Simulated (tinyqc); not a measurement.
From results back to parameters: defect-molecule model of a vacancy with Jahn-Teller distortion. Four cases, with inputs chosen for the exercise.

Problem. With et the undistorted t2 level, Uc the repulsion of two electrons, I the Jahn-Teller coupling and k the force constant, the levels above Ev are E(2+/+) = et - E_JT, E(+/0) = et - 3 E_JT + Uc, the Stokes shift of the first transition is 2 E_JT, E_JT = 2 I^2/k and the distortion of the + state is 2 I/k. The values below come from hidden parameters.

Case 1.

levels (eV): (2+/+) 0.14225, (+/0) 0.10674

Stokes shift = 0.295508 eV
distortion of + = 0.150769 angstrom

Case 2.

levels (eV): (2+/+) 0.10893, (+/0) 0.04678

Stokes shift = 0.262149 eV
distortion of + = 0.118085 angstrom

Case 3.

levels (eV): (2+/+) 0.20932, (+/0) 0.08796

Stokes shift = 0.261360 eV
distortion of + = 0.132000 angstrom

Case 4.

levels (eV): (2+/+) 0.21667, (+/0) 0.10000

Stokes shift = 0.326667 eV
distortion of + = 0.155556 angstrom

Find: et, Uc; I; k.

Solution. E_JT is half the Stokes shift; et = E(2+/+) + E_JT; Uc = E(+/0) - E(2+/+) + 2 E_JT; with Q the distortion, I = E_JT/Q and k = 2 E_JT/Q^2.

Case 1.

et, Uc (eV): 0.290  0.260

I = 0.98 eV/angstrom
k = 13.0 eV/angstrom^2

Case 2.

et, Uc (eV): 0.240  0.200

I = 1.11 eV/angstrom
k = 18.8 eV/angstrom^2

Case 3.

et, Uc (eV): 0.340  0.140

I = 0.99 eV/angstrom
k = 15.0 eV/angstrom^2

Case 4.

et, Uc (eV): 0.380  0.210

I = 1.05 eV/angstrom
k = 13.5 eV/angstrom^2

Computed by tinyqc, one run a case: `OMP_NUM_THREADS=1 python tinyqc.py N N+1 out.jsonl` with N = 1480266, 1480372, 1480386, 1480387; one thread of a shared Intel(R) Xeon(R) Processor @ 2.30GHz, about 0.01 s a run at most.
